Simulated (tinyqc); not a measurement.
Elastic strain and critical thickness of a cubic alloy layer A(1-x)B(x) on a thick substrate: one step, computed by the program tinyqc. Command: `OMP_NUM_THREADS=1 python tinyqc.py 3003915 3003916 out.jsonl misfit walk`. One thread of a shared host (Intel(R) Xeon(R) Processor @ 2.30GHz), about 0.01 s of CPU time with the checks.

Strain is positive in tension. The layer is coherent with the substrate unless said otherwise.

Task: Alloy by Vegard's rule, and misfit. a = (1 - x) a_A + x a_B, the same rule for each C_ij; misfit f = (a_S - a)/a, the in-plane strain of the coherent layer.

Inputs (values chosen for the exercise, modelled on Ga(1-x)In(x)As on GaAs): fraction x of B = 0.37; lattice constant a_A = 5.653 angstrom; lattice constant a_B = 6.058 angstrom; substrate lattice constant a_S = 5.653 angstrom.

C11, C12, C44 of A (GPa): [117.5, 53.94, 58.92]

C11, C12, C44 of B (GPa): [84.5, 46.06, 38.82]

Give: free lattice constant a; elastic constants; misfit f.

Result:

free lattice constant a = 5.80285 angstrom

elastic constants (GPa): C11 105.2900, C12 51.0244, C44 51.4830

misfit f = -0.025824

The layer is compressed in the plane by 2.58 %.
